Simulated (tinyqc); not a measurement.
Trench capacitor in an array: capacitance, non-linearity, leakage and relaxation: one step of the calculation.

A film between two metal electrodes, each interface adding a series capacitance ci. The small-signal permittivity is ek (1 + aq E^2); the field is found with the linear permittivity. Leakage J = J0 sinh(E/Ef). After a voltage step the film passes a relaxation current kr C V tt^(-nr), tt being the time in seconds. The sidewall is a coaxial capacitor with radii a = dm/2 - t and b = dm/2, depth AR dm; the end face is left out.

Question. Cell capacitance, fields and time constant. Per length 1/c = ln(b/a)/(2 pi eps0 ek) + (1/a + 1/b)/(2 pi ci); cell capacitance c AR dm; per footprint over pt^2; fields c V/(2 pi eps0 ek r) at r = a and b; resistance of the inner electrode rho AR dm/(pi a^2); time constant R C/3 of the distributed line.

Inputs (values chosen for the exercise); permittivity of the order of that of tantalum oxide: relative permittivity of the film ek = 25; film thickness t = 27 nm; capacitance of each electrode interface (dead layer and screening) ci = 1000 uF/cm^2; bias V = 2.2 V; diameter of the hole dm = 300 nm; aspect ratio, depth over diameter AR = 70; pitch of the square array pt = 550 nm; resistivity of the inner electrode rho = 230 uohm cm.

Constants: eps0 = 8.8541878128e-14 F/cm where lengths are in cm. Results are converted to the units shown.

Wanted: a; b; cell capacitance; capacitance per footprint; field at a; field at b; R; R C/3.

Answer.

a = 123.0 nm
b = 150.0 nm
cell capacitance = 146.9 fF
capacitance per footprint = 48.57 uF/cm^2
field at a = 0.8998 MV/cm
field at b = 0.7378 MV/cm
R = 1.016 kohm
R C/3 = 49.77 ps

The array gives 59.3 times the planar capacitance per footprint; curvature makes the field at the inner electrode 1.11 times the planar value.

Numbers from tinyqc (`OMP_NUM_THREADS=1 python tinyqc.py 2102125 2102126 out.jsonl`; about 0.01 s on one thread of a shared Intel Xeon 2.30GHz).
